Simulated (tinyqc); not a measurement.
Inside a calculation. Model: trench capacitor in an array: capacitance, non-linearity, leakage and relaxation.

Numbers from tinyqc (`OMP_NUM_THREADS=1 python tinyqc.py 2102086 2102087 out.jsonl`; about 0.01 s on one thread of a shared Intel Xeon 2.30GHz). Printed values are rounded.

A film between two metal electrodes, each interface adding a series capacitance ci. The small-signal permittivity is ek (1 + aq E^2); the field is found with the linear permittivity. Leakage J = J0 sinh(E/Ef). After a voltage step the film passes a relaxation current kr C V tt^(-nr), tt being the time in seconds. The sidewall is a coaxial capacitor with radii a = dm/2 - t and b = dm/2, depth AR dm; the end face is left out.

Values chosen for this exercise; permittivity of the order of that of strontium titanate: relative permittivity of the film ek = 145; film thickness t = 26 nm; capacitance of each electrode interface (dead layer and screening) ci = 66 uF/cm^2; quadratic field coefficient of the permittivity aq = -0.04 cm^2/MV^2; bias V = 1.1 V; leakage prefactor J0 = 1e-11 A/cm^2; field for an e-fold rise of the leakage Ef = 0.45 MV/cm; diameter of the hole dm = 210 nm; aspect ratio, depth over diameter AR = 10; pitch of the square array pt = 410 nm; resistivity of the inner electrode rho = 200 uohm cm.

Constants: eps0 = 8.8541878128e-14 F/cm where lengths are in cm. Results are converted to the units shown.

## Planar capacitance, field and non-linearity

Planar film: Cf = eps0 ek/t, 1/C = 1/Cf + 2/ci, EOT = 3.9 eps0/C, effective permittivity C t/eps0, E = (V/t) C/Cf; quadratic coefficient [C(V)/C - 1]/V^2 with Cf (1 + aq E^2) in C(V).

Cf = 4.937912 uF/cm^2
C = 4.295205 uF/cm^2
EOT = 0.8039507 nm
effective permittivity = 126.1271
E = 0.3680102 MV/cm
quadratic coefficient = -3897.096 ppm/V^2
J = 9.120549e-12 A/cm^2

The interfaces take 13.0 % of the voltage.

## Cell capacitance, fields and time constant

Per length 1/c = ln(b/a)/(2 pi eps0 ek) + (1/a + 1/b)/(2 pi ci); cell capacitance c AR dm; per footprint over pt^2; fields c V/(2 pi eps0 ek r) at r = a and b; resistance of the inner electrode rho AR dm/(pi a^2); time constant R C/3 of the distributed line.

a = 79 nm
b = 105 nm
cell capacitance = 51.69994 fF
capacitance per footprint = 30.75547 uF/cm^2
field at a = 0.4249518 MV/cm
field at b = 0.3197257 MV/cm
R = 0.2142127 kohm
R C/3 = 3.691595 ps

The array gives 7.16 times the planar capacitance per footprint; curvature makes the field at the inner electrode 1.15 times the planar value.
